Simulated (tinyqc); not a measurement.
Photoconductance decay in a wafer: bulk and surface recombination modes, and iron detection by pair splitting: one step, computed by the program tinyqc. Command: `OMP_NUM_THREADS=1 python tinyqc.py 3112929 3112930 out.jsonl pcd walk`. One thread of a shared host (Intel(R) Xeon(R) Processor @ 2.30GHz), about 0.01 s of CPU time with the checks.

Both faces of the wafer have the same S; injection is low and all coefficients are constant. x runs from -W/2 to W/2.

Question. Decay rates of the even modes. Even modes cos(a x) obey b tan b = S W/(2 D) with b = a W/2, odd modes sin(a x) obey -b cot b = S W/(2 D); each decays at the rate 1/tau_b + D a^2.

Inputs (values chosen for the exercise, modelled on p-type silicon):

| quantity | value | unit |
|---|---|---|
| thickness W | 150 | micrometre |
| diffusivity D | 33.3 | cm^2/s |
| bulk lifetime tau_b without iron | 390 | microsecond |
| surface recombination velocity S | 2.7 | cm/s |

Give: the table «The first four even modes: b, surface rate and decay time» with the columns b_n, surface rate D a^2 (1/s), decay time (microsecond), for n = 0, 1, 2, 3.

Answer.

The first four even modes: b, surface rate and decay time:

| n | b_n | surface rate D a^2 (1/s) | decay time (microsecond) |
|---|---|---|---|
| 0 | 2.4657e-02 | 3.5993e+02 | 3.4199e+02 |
| 1 | 3.1418e+00 | 5.8435e+06 | 1.7105e-01 |
| 2 | 6.2833e+00 | 2.3372e+07 | 4.2782e-02 |
| 3 | 9.4248e+00 | 5.2586e+07 | 1.9016e-02 |
